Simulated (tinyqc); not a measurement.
Interdiffusion in a binary couple: Darken equations, Kirkendall shift and Boltzmann-Matano analysis. Changing the regular-solution parameter W. Computed by tinyqc, a small Python program. Command: `OMP_NUM_THREADS=1 python tinyqc.py 3014523 3014524 out.jsonl darken sweep`. One thread of a shared host (Intel(R) Xeon(R) Processor @ 2.30GHz), about 0.1 s of CPU time with the checks.

x is the mole fraction of B; the molar volume is constant, and the two halves are long enough to count as infinite.

Inputs (values chosen for the exercise, for a model alloy A-B):
```
quantity                            value   unit
tracer diffusivity D*_A(0)        4.2e-14  m^2/s
tracer diffusivity D*_B(0)        1.2e-14  m^2/s
slope k of ln D* with x               1.4      -
temperature T                        1010      K
left composition x_L                 0.29      -
right composition x_R                0.86      -
time t                              36000      s
composition x for the local step     0.41      -
```

Vacancy-wind correction: none.

Constants: k_B = 8.617333262e-05 eV/K.

Method:
- D*_i(x) = D*_i(0) exp(k x); thermodynamic factor Phi = 1 - 2 W x (1 - x)/(k_B T); intrinsic D_i = D*_i Phi; interdiffusion D~ = x D_A + (1 - x) D_B.
- With lambda = z/sqrt(t), the profile solves d/dlambda (D~ dx/dlambda) + (lambda/2) dx/dlambda = 0 with x = x_L and x_R far to the left and right; z = 0 is the original interface. It is solved as a boundary-value problem in y = lambda/sqrt(D~ at the mean composition) on -12 < y < 12 (collocation, tolerance 1e-8).
- Read from the profile: the position z(x), the area -int_(x_L)^x z dx and the slope.
- Lattice planes move with v = (D_B - D_A) dx/dz; markers from the original interface stay at one composition, where z_K = 2 t v.

One run for each value; columns: (1) regular-solution parameter W (eV); (2) thermodynamic factor Phi; (3) interdiffusion coefficient D~ at the local x (m^2/s); (4) marker position z_K (um); (5) slope dx/dz at the local x (1/um):
```
(1)      (2)        (3)     (4)       (5)
-0.25  2.390  1.031e-13  -24.57  0.002076
-0.20  2.112  9.110e-14  -23.14  0.002211
-0.15  1.834  7.911e-14  -21.62  0.002377
-0.10  1.556  6.712e-14  -19.98  0.002586
-0.05  1.278  5.513e-14  -18.19  0.002862
0.00   1.000  4.314e-14  -16.21  0.003250
0.05   0.722  3.115e-14  -13.94  0.003856
0.10   0.444  1.916e-14  -11.23  0.005002
```

Over the rows, thermodynamic factor Phi falls from 2.39 to 0.444; interdiffusion coefficient D~ at the local x (m^2/s) falls from 1.03e-13 to 1.92e-14; marker position z_K (um) rises from -24.6 to -11.2. Phi is linear in W and would vanish at this composition for W = 0.180 eV, the spinodal. Left out: 0.150, 0.200 (Phi falls below 0.15 or turns negative within the couple, near or inside the spinodal).
